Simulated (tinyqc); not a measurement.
Non-radiative capture by multiphonon emission, one effective mode: one step, computed by the program tinyqc.

The initial state (free carrier plus empty centre) lies dE above the final state; both have the same frequency and are displaced by dQ.

Question. Geometry of the two curves. dQ = sqrt(2 S (hbar^2/u)/hbar omega); relaxation energy lambda = S hbar omega; phonons needed P = dE/hbar omega; classical barrier E_b = (dE - lambda)^2/(4 lambda); occupation n = 1/(exp(hbar omega/k_B T) - 1).

Inputs (values chosen for the exercise, with mass, screening and phonons like those of CdS):

| quantity | value | unit |
|---|---|---|
| energy released dE | 0.446 | eV |
| phonon energy hbar omega | 33.9 | meV |
| Huang-Rhys factor S | 7.09 | - |
| temperature T | 300 | K |

Centre: neutral.

Constants: hbar^2/u = 4.18015928e-03 eV angstrom^2; k_B = 8.617333262e-05 eV/K.

Give: dQ; lambda; P; classical barrier E_b; occupation n.

Answer.

dQ = 1.322 u^(1/2) angstrom

lambda = 0.240351 eV

P = 13.16

classical barrier E_b = 0.04399 eV

occupation n = 0.3689

dE exceeds lambda: the inverted case usual for deep centres, in which the curves cross on the far side of the initial minimum.
